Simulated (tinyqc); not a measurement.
Six-band Luttinger-Kohn model with strain: sweeps and comparisons. A value that a table varies takes the place of the one given here.

Six-band Luttinger-Kohn model in the basis |3/2,3/2>, |3/2,1/2>, |3/2,-1/2>, |3/2,-3/2>, |1/2,1/2>, |1/2,-1/2>, electron energies, zero at the top of the unstrained valence band. H = -[rows: (P+Q, -S, R, 0, -S/r2, r2 R); (-S*, P-Q, 0, R, -r2 Q, r32 S); (R*, 0, P-Q, S, r32 S*, r2 Q); (0, R*, S*, P+Q, -r2 R*, -S*/r2); (-S*/r2, -r2 Q, r32 S, -r2 R, P+Dso, 0); (r2 R*, r32 S*, r2 Q, -S/r2, 0, P+Dso)], r2 = sqrt(2), r32 = sqrt(3/2). Levels are twofold.

P = c g1 k^2 - av tr(e); Q = c g2 (kx^2 + ky^2 - 2 kz^2) - (b/2)(exx + eyy - 2 ezz); R = c sqrt3 [-g2 (kx^2 - ky^2) + 2i g3 kx ky] + (sqrt3/2) b (exx - eyy) - i d exy; S = 2 c sqrt3 g3 (kx - i ky) kz - d (exz - i eyz); c = hbar^2/2m0, e the strain tensor (not engineering shear).

s11 = (C11 + C12)/((C11 - C12)(C11 + 2 C12)), s12 = -C12/((C11 - C12)(C11 + 2 C12)), s44 = 1/C44; exx = s11 sxx + s12 (syy + szz) and cyclic, exy = s44 sxy/2; tension is positive. A uniaxial stress X along the unit vector n is s_ij = X n_i n_j.

Constants: hbar^2/2m0 = 3.80998211 eV angstrom^2.

Inputs chosen for the exercise (near those of GaAs; the results hold for these values, not for the real material): Dso = 0.343 eV (spin-orbit splitting); g1 = 6.98 (Luttinger gamma1); g2 = 2.06 (gamma2); g3 = 2.94 (gamma3); av = 1.16 eV (valence hydrostatic potential); b = -2.02 eV (tetragonal shear potential); d = -4.76 eV (trigonal shear potential); C11 = 122.3 GPa; C12 = 57.1 GPa; C44 = 59.7 GPa; load = uniaxial [111] (kind of stress); X1 = 2 GPa (size of the stress); E_h = 60 meV (hole energy below the top); X = 2.48 GPa (stress).

## Sweep of a uniaxial [111] stress

Edges at k = 0 and curvature masses of the top pair along [110] and [001] (step 0.0002 1/angstrom); at zero stress the top is fourfold and has no single curvature.

Edges and masses:
```
X (GPa)  top (eV)  second (eV)  third (eV)  splitting (meV)  m [110]  m [001]
-3.00      0.0763      -0.0838     -0.3797            160.1    0.087    0.143
-2.00      0.0468      -0.0558     -0.3634            102.7    0.090    0.143
-1.00      0.0210      -0.0279     -0.3508             48.9    0.094    0.143
0.00       0.0000       0.0000     -0.3430              0.0        -        -
1.00       0.0279      -0.0148     -0.3414             42.8    0.248    0.143
2.00       0.0558      -0.0226     -0.3468             78.4    0.248    0.143
3.00       0.0838      -0.0231     -0.3595            106.9    0.248    0.143
```

The splitting reaches 160.1 meV under compression and 106.9 meV under the same tension; linear shear terms alone would make the two equal, and the difference comes from the coupling to the split-off band. At the ends of the sweep the top pair has a mass along [110] of 0.087 under compression and 0.248 under tension, so compression gives the lighter holes along [110]; along [001] it has 0.143 and 0.143. The top edge itself moves by +76 and +84 meV. The ends of the sweep mean strains up to 2.1 %, beyond the range of linear deformation potentials.

## Which stress helps holes along [110]

Each load has size X1 (biaxial: sxx = syy); masses are curvatures of the top pair at k = 0.

Results:
```
load                         splitting (meV)  top edge (meV)  m [110]  m [001]
uniaxial [110], compression            112.5            52.8    0.068    0.265
uniaxial [110], tension                 85.9            60.9    0.547    0.099
uniaxial [100], compression            142.1            70.3    0.117    0.260
uniaxial [100], tension                 98.8            71.8    0.168    0.111
uniaxial [111], compression            102.7            46.8    0.090    0.143
uniaxial [111], tension                 78.4            55.8    0.248    0.143
biaxial (001), compression              98.8            42.3    0.111    0.350
biaxial (001), tension                 142.1            99.7    0.260    0.076
```

The lightest mass along [110] (0.068) comes with uniaxial [110], compression. The largest splitting (142.1 meV) comes with uniaxial [100], compression; biaxial (001), tension. The heaviest mass along [001] (0.350), which lowers the confinement energy in a (001) channel, comes with biaxial (001), compression. The splitting per GPa follows b (s11 - s12) for loads along cube axes and d s44 for [111]: here 2 |b| (s11 - s12) = 62.0 and |d| s44/sqrt3 = 46.0 meV per GPa in the limit of large Dso; where the splitting nears Dso, mixing with the split-off band makes it depend on the sign of the load.

## Warping of the constant-energy contours (six-band Luttinger-Kohn model)

No strain (e = 0). In the plane kz = 0, |k| where the top and second pairs lie E_h below the top, against the angle from [100]; m = c k^2/E_h.

Contours:
```
angle (degrees)  k top (1/angstrom)  k second (1/angstrom)  m top (m0)  m second (m0)
0                            0.0742                 0.0387       0.350          0.095
9                            0.0763                 0.0385       0.369          0.094
18                           0.0826                 0.0380       0.433          0.092
27                           0.0935                 0.0375       0.555          0.089
36                           0.1085                 0.0371       0.748          0.087
45                           0.1182                 0.0369       0.887          0.087
```

The heavy contour reaches 1.593 times as far along [110] as along [100], the light one 0.954 times. The warping follows g3 - g2 = 0.88 and would vanish for g2 = g3. Along [100] the heavy mass is 1/(g1 - 2 g2) = 0.350 at any energy, while the light one is 0.0952, against 1/(g1 + 2 g2) = 0.0901 at the edge, for E_h/Dso = 0.17.

## What each parameter does

Edges at k = 0 under a uniaxial [111] stress X and the curvature mass of the top pair along [110] (step 0.0002 1/angstrom). Each row changes one parameter from the base and keeps the others.

Results:
```
case              top (eV)  second (eV)  third (eV)  mass (m0)
base                0.0692      -0.0237     -0.3521      0.248
av = 0.928 eV       0.0668      -0.0261     -0.3545      0.248
Dso = 0.274 eV      0.0692      -0.0182     -0.2886      0.248
g1 = 8.376          0.0692      -0.0237     -0.3521      0.184
d = -3.808 eV       0.0578      -0.0201     -0.3443      0.248
C44 = 71.64 GPa     0.0597      -0.0208     -0.3454      0.248
X = 1.984 GPa       0.0554      -0.0225     -0.3467      0.248
C11 = 146.76 GPa    0.0681      -0.0248     -0.3532      0.248
```

The largest shifts from the base row, up to three for each result and ties (the steps differ in size, so this ranks the rows, not the parameters). top (eV): X -0.0138, d -0.0114, C44 -0.0095; unchanged at the printed digits by Dso and g1. second (eV): Dso +0.0055, d +0.0036, C44 +0.0029; unchanged at the printed digits by g1. third (eV): Dso +0.0635, d +0.0078, C44 +0.0066; unchanged at the printed digits by g1. mass (m0): g1 -0.064; unchanged at the printed digits by av, Dso, d, C44, X and C11. The Luttinger parameters multiply k^2 and cannot move the edges; av shifts all edges alike and leaves the mass.

tinyqc: `OMP_NUM_THREADS=1 python tinyqc.py 1081541 1081542 out.jsonl`; about 0.1 s, one thread, shared Intel(R) Xeon(R) Processor @ 2.30GHz.
